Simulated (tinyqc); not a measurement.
# Short-channel transistor, virtual-source model with series resistance: two studies

The current per gate width is the charge at the top of the source barrier (the virtual source) times its velocity times a saturation function; al and be are fitting constants of the model. Units: I in uA/um, Rs in ohm um, so I Rs = 1e-6 I Rs in volts; Q in uC/cm^2, so I = 1e-4 Q vx0 Fsat with vx0 in cm/s.

Inputs (values chosen for the exercise): temperature T = 300 K; inversion capacitance Cinv = 1.16 uF/cm^2; velocity at the virtual source vx0 = 6.94e6 cm/s; apparent mobility mu = 190 cm^2/(V s); channel length L = 90 nm; threshold at zero drain voltage VT0 = 0.44 V; drain-induced barrier lowering dl = 0.172 V/V; subthreshold factor n0 = 1.06; growth of n with drain voltage nd = 0.2 1/V; threshold shift (in units of Vt) from weak to strong inversion al = 3.5; sharpness of saturation be = 1.4; series resistance of each contact Rs = 200 ohm um.

Constants: q = 1.602176634e-19 C, kB = 1.380649e-23 J/K, Vt = kB T/q. Results are converted to the units shown.

Each table varies one quantity; the others keep the values above.

## Effect of the apparent mobility on the on and off currents

Intrinsic voltages Vg' = Vgs - I Rs, Vd' = Vds - 2 I Rs. n = n0 + nd Vd', VT = VT0 - dl Vd', Ff = 1/(1 + exp((Vg' - VT + al Vt/2)/(al Vt))), Q = Cinv n Vt ln(1 + exp((Vg' - VT + al Vt Ff)/(n Vt))), Vdsat = (vx0 L/mu)(1 - Ff) + Vt Ff, Fsat = u/(1 + u^be)^(1/be) with u = Vd'/Vdsat, and I = Q vx0 Fsat per width. I is solved self-consistently. Ion is I at Vgs = Vds = 0.75 V, Ioff at Vgs = 0, Vds = 0.75 V, and Rlin = Vds/I at Vgs = 0.75 V, Vds = 0.05 V.

Effect of the apparent mobility on the on and off currents:

| mu (cm^2/(V s)) | Ion (uA/um) | Ioff (nA/um) | log10(Ion/Ioff) | Rlin (ohm um) |
|---|---|---|---|---|
| 50 | 139.4 | 18.24 | 3.883 | 5233 |
| 85 | 184.2 | 18.48 | 3.999 | 3276 |
| 140 | 221.8 | 18.61 | 4.076 | 2177 |
| 240 | 251.9 | 18.68 | 4.130 | 1468 |
| 410 | 270.6 | 18.72 | 4.160 | 1052 |
| 700 | 280.9 | 18.74 | 4.176 | 802.8 |
| 1200 | 286.2 | 18.75 | 4.184 | 650.3 |
| 2000 | 288.7 | 18.76 | 4.187 | 560.3 |

What does the table show?

As mu goes from 50 to 2000 cm^2/(V s), Ion rises from 139 to 289 uA/um, Ioff rises from 18.2 to 18.8 nA/um and Rlin falls from 5230 to 560 ohm um. Ion changes by a factor of 2.07 and Ioff by 1.03.

## Effect of the velocity at the virtual source on the on and off currents

Same model as above.

Effect of the velocity at the virtual source on the on and off currents:

| vx0 (cm/s) | Ion (uA/um) | Ioff (nA/um) | log10(Ion/Ioff) | Rlin (ohm um) |
|---|---|---|---|---|
| 5e6 | 194.0 | 13.46 | 4.159 | 1757 |
| 7.1e6 | 243.7 | 19.08 | 4.106 | 1728 |
| 1e7 | 292.4 | 26.79 | 4.038 | 1711 |
| 1.4e7 | 335.6 | 37.34 | 3.954 | 1700 |
| 2e7 | 372.9 | 52.97 | 3.848 | 1693 |
| 2.8e7 | 399.1 | 73.41 | 3.735 | 1689 |
| 4e7 | 418.4 | 103.1 | 3.608 | 1686 |

Read the table: what changes, and by how much?

As vx0 goes from 5e6 to 4e7 cm/s, Ion rises from 194 to 418 uA/um, Ioff rises from 13.5 to 103 nA/um and Rlin falls from 1760 to 1690 ohm um. Ion changes by a factor of 2.16 and Ioff by 7.66.

Program tinyqc, `OMP_NUM_THREADS=1 python tinyqc.py 2380002 2380003 out.jsonl`; Intel Xeon 2.30GHz, shared host, one thread, about 0.01 s.
